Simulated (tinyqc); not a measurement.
What each parameter does: donor near an oxide interface in a gate field (two-state model).

Interface at z = 0 (hard wall), donor at z = d, field F pulling electrons to the interface: potential e F z; 1 kV/cm = 1e-5 eV/angstrom, c = hbar^2/2m0, q = e^2/(4 pi eps0), Q = (eps - eo)/(eps + eo). Donor state: E_D = e F d - ED - q Q/(4 eps d), the last term joining the images of ion and electron. Interface state: z exp(-b z/2) exp(-rho^2/(2 L^2)) with E_z = c b^2/(4 mz) + 3 e F/b + q Q b/(8 eps), minimised over b; in the plane at z = 3/b the ion (distance D = d - 3/b) and its image (D' = d + 3/b) give E_rho = c/(mt L^2) - (q/eps)(sqrt(pi)/L)[erfcx(D/L) + Q erfcx(D'/L)], erfcx(x) = exp(x^2) erfc(x), minimised over L. E_I = E_z + E_rho.

The two states couple by t = t0 exp(-D/aD) with t0 = q/(eps aD) (2 aD/L) sqrt(aD b/2) v, v a valley factor; this form is an estimate. With detuning u = E_D - E_I the splitting is sqrt(u^2 + 4 t^2) and the lower state has weight (1 - u/sqrt(u^2 + 4 t^2))/2 on the donor.

Constants: hbar^2/2m0 = 3.80998211 eV angstrom^2; e^2/(4 pi eps0) = 14.39964547 eV angstrom.

Inputs chosen for the exercise (near those of a donor in Si below SiO2, static dielectric constants; not measured data): d = 100 angstrom (depth of the donor); ED = 30.8 meV (bulk binding energy); mz = 0.929 m0 (mass across the interface); mt = 0.187 m0 (mass in the plane); eps = 11.5 (dielectric constant of the semiconductor); eo = 3.9 (dielectric constant of the oxide); aD = 17.3 angstrom (donor radius); v = 0.37 (valley factor).

Critical field (E_D = E_I), and t and L there.

One parameter was then changed.

Results before and after:
```
case     critical field (kV/cm)  t (meV)  L (angstrom)
base                       48.7    0.279          77.1
changed                    41.1    0.119          85.4
```

Which of these changes was made? (a) mt = 0.215 m0; (b) ED = 36.8 meV; (c) mz = 0.79 m0; (d) eo = 5.8; (e) d = 115 angstrom; (f) aD = 19 angstrom; (g) eps = 12.2.

Answer: (e) d = 115 angstrom. Of the candidates, run in turn, only this one gives the changed row.

All candidates:
```
case              critical field (kV/cm)  t (meV)  L (angstrom)
base                                48.7    0.279          77.1
d = 115 angstrom                    41.1    0.119          85.4
ED = 36.8 meV                       58.7    0.245          78.5
aD = 19 angstrom                    48.7    0.403          77.1
mz = 0.79 m0                        50.3    0.297          76.4
mt = 0.215 m0                       47.9    0.299          72.7
eo = 5.8                            46.9    0.260          78.9
eps = 12.2                          50.0    0.252          79.1
```

(tinyqc, `OMP_NUM_THREADS=1 python tinyqc.py 1282006 1282007 out.jsonl`, Intel(R) Xeon(R) Processor @ 2.30GHz, 1 thread, shared host, about 0.06 s.)
